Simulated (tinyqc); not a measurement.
Hot carriers by balance equations with a heated Maxwellian. From one set of inputs to another, one input at a time. Computed by tinyqc, a small Python program. Command: `OMP_NUM_THREADS=1 python tinyqc.py 3027257 3027258 out.jsonl hot ladder`. One thread of a shared host (Intel(R) Xeon(R) Processor @ 2.30GHz), about 0.03 s of CPU time with the checks.

The carriers follow a Maxwellian at an electron temperature T_e, slightly displaced; the drift energy is neglected against k_B T_e. The balance averages the rate, not the time, so mu_0 lies below the relaxation-time value.

The inputs printed are set A. Set A is modelled on holes in germanium; the values taken over come from a set modelled on electrons in germanium. Inputs not listed in the table keep their values of set A, so the rows need not describe a real material.

Inputs (values chosen for the exercise, modelled on holes in germanium): effective mass m = 0.309 m_0; density rho = 5323 kg/m^3; sound velocity v_l = 5200 m/s; acoustic deformation potential D_A = 4.6 eV; phonon energy hbar w = 36.2 meV; optical or intervalley deformation potential D_o = 7.4 1e8 eV/cm; final valleys Z_f = 1; lattice temperature T = 400 K; electric field F = 0.78 kV/cm; iteration cap = 300.

Band: parabolic. Solver: Newton.

Constants: k_B = 8.617333262e-05 eV/K; k_B = 1.380649e-23 J/K; e = 1.602176634e-19 C; hbar = 1.054571817e-34 J s; m_0 = 9.1093837015e-31 kg; hbar = 6.582119569e-16 eV s.

Method:
- Parabolic band: E = hbar^2 k^2/(2 m), speed v = hbar k/m, states per spin, volume and energy g(E) = m k/(2 pi^2 hbar^2). Masses are multiplied by m_0 and all formulas are in SI units.
- Phonon occupation N_q = 1/(exp(hbar w/(k_B T)) - 1).
- Acoustic deformation potential (elastic, equipartition, absorption and emission together): 1/tau = 2 pi k_B T D_A^2 g(E)/(hbar rho v_l^2).
- Optical or intervalley deformation potential: 1/tau = (pi Z_f D_o^2/(rho w)) [N_q g(E + hbar w) + (N_q + 1) g(E - hbar w)], with g = 0 below the band edge.
- Averages over the Maxwellian, <y> = int y x^(1/2) exp(-x) dx / int x^(1/2) exp(-x) dx with x = E/(k_B T_e), split at x_0 = hbar w/(k_B T_e): 64 Gauss-Legendre points in sqrt(x) below it and 128 in sqrt(x - x_0) above it, up to x = 32. Momentum balance: mu(T_e) = e/(m nu), nu = <x (sum of rates)>/<x>. Power lost per carrier: P(T_e) = hbar w <emission rate - absorption rate> + <(2 m v_l^2/(k_B T)) (E - 2 k_B T) acoustic rate>.
- Energy relaxation time at weak heating: tau_E = (3/2) k_B / (dP/dT_e), the derivative by a central difference of +/- 0.5 K at T_e = T.
- Newton: h(T_e) = P - e mu F^2, T_new = T_e - h/h', with h' by a central difference of +/- 0.5 K, limited to the range T to 3 T_e.
- Start at T_e = 1.5 T; stop when T_e moves by less than 1e-6 K or exceeds 1e6 K.
- v = mu(T_e) F; warm-carrier coefficient (mu/mu_0 - 1)/F^2.

Each row keeps all changes above it; columns: (1) input moved; (2) from; (3) to; (4) low-field mobility mu_0 (cm^2/(V s)); (5) energy relaxation time tau_E (ps); (6) mobility mu(T_e) (cm^2/(V s)):
```
(1)                                                             (2)    (3)   (4)    (5)   (6)
set A                                                             -      -  1462  1.578  1436
acoustic deformation potential D_A (eV)                         4.6     12   506  1.529   504
sound velocity v_l (m/s)                                       5200   5240   512  1.529   509
optical or intervalley deformation potential D_o (1e8 eV/cm)    7.4    5.6   570  2.599   564
electric field F (kV/cm)                                       0.78    3.3   570  2.599   498
effective mass m (m_0)                                        0.309  0.217  1378  4.499   941
lattice temperature T (K)                                       400    300  2147  4.509  1215
phonon energy hbar w (meV)                                     36.2   33.2  2081  4.303  1194
```

Where does the difference come from?

Low-field mobility mu_0 goes from 1460 to 2080, a factor 1.42 in all. The largest single move comes from acoustic deformation potential D_A (a factor 0.346), but it runs against the net change; the largest move in the direction of the net change is effective mass m (a factor 2.42). Energy relaxation time tau_E goes from 1.58 to 4.30, a factor 2.73 in all. The largest single move comes from effective mass m (a factor 1.73). Mobility mu(T_e) goes from 1440 to 1190, a factor 0.831 in all. The largest single move comes from acoustic deformation potential D_A (a factor 0.351), and effective mass m works against it (a factor 1.89). The single moves hold for this order of the switches; the total does not depend on the order.

Extremes, crossings and ranges named in words are read from the listed rows.
